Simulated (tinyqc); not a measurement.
Inside a calculation. Model: threshold of a short bulk MOSFET: charge sharing, barrier lowering, narrow width.

Computed by the program tinyqc: `OMP_NUM_THREADS=1 python tinyqc.py 2002183 2002184 out.jsonl`, one thread of a shared Intel Xeon 2.30GHz, about 0.01 s for the whole run. Printed values are rounded.

n-channel device on a p-type body, depletion approximation, full ionisation. Uniform doping N = Na. Vbi from Boltzmann statistics is rough for the degenerate source. Cox = eps0 eox/tox.

Values chosen for this exercise; band and dielectric values close to those of silicon:
- T = 400 K (temperature)
- Eg = 1.12 eV (band gap)
- eps_r = 11.8 (relative permittivity)
- Nc = 4.34e19 cm^-3 (conduction-band density of states at T)
- Nv = 4.02e19 cm^-3 (valence-band density of states at T)
- eox = 3.9 (relative permittivity of the gate insulator (close to silicon dioxide))
- tox = 2 nm (insulator thickness)
- Na = 5.9e17 cm^-3 (channel doping)
- Nsd = 1e20 cm^-3 (source and drain doping)
- Vfb = -0.71 V (flat-band voltage for the doping Na)
- xj = 12 nm (junction depth)
- Vbs = 0 V (body-source voltage)
- Vds = 0.05 V (drain-source voltage)
- W = 780 nm (gate width)
- xw = 1.5708 (shape factor of the fringing depletion at the width edges)
- L = 170 nm (channel length)

Constants: q = 1.602176634e-19 C, kB = 1.380649e-23 J/K, Vt = kB T/q, eps0 = 8.8541878128e-14 F/cm where lengths are in cm. Results are converted to the units shown.

## Long-channel threshold and scales

ni = sqrt(Nc Nv) exp(-Eg/(2 Vt)), Eg in volts; 2 pB = 2 Vt ln(N/ni); flat band Vfb - Vt ln(N/Na); Wd = sqrt(2 eps0 eps_r (2 pB - Vbs)/(q N)); body term q N Wd/Cox; long-channel VT0 = flat band + 2 pB + body term; Vbi = Vt ln(N Nsd/ni^2); scale length l = sqrt((eps_r/eox) tox Wd).

N = 5.9e17 cm^-3
2 pB = 0.826335 V
flat band = -0.71 V
Wd = 42.7393 nm
body term = 0.233995 V
VT0 = 0.350330 V
Vbi = 1.00326 V
l = 16.0819 nm

## Short-channel and narrow-width shifts

Charge sharing (trapezoid; it ignores Vds): F = (xj/L)(sqrt(1 + 2 Wd/xj) - 1), lowering = body term times F. Barrier lowering: th = exp(-L/(2 l)) + 2 exp(-L/l), lowering = th [2 (Vbi - 2 pB) + Vds], DIBL = th. Narrow width: rise = body term times xw Wd/W. VT by each model = VT0 - lowering + rise.

F = 0.130597
lowering by charge sharing = 30.5591 mV
th = 0.00511608
lowering of the barrier = 2.06612 mV
DIBL = 5.11608 mV/V
narrow-width rise = 20.1400 mV
VT, charge sharing = 0.339911 V
VT, barrier lowering = 0.368404 V

L is 10.6 scale lengths. The charge-sharing lowering is 14.8 times the barrier lowering; the first falls off as 1/L and the second exponentially. Both describe the same loss of gate control, so they are alternatives and are not added.
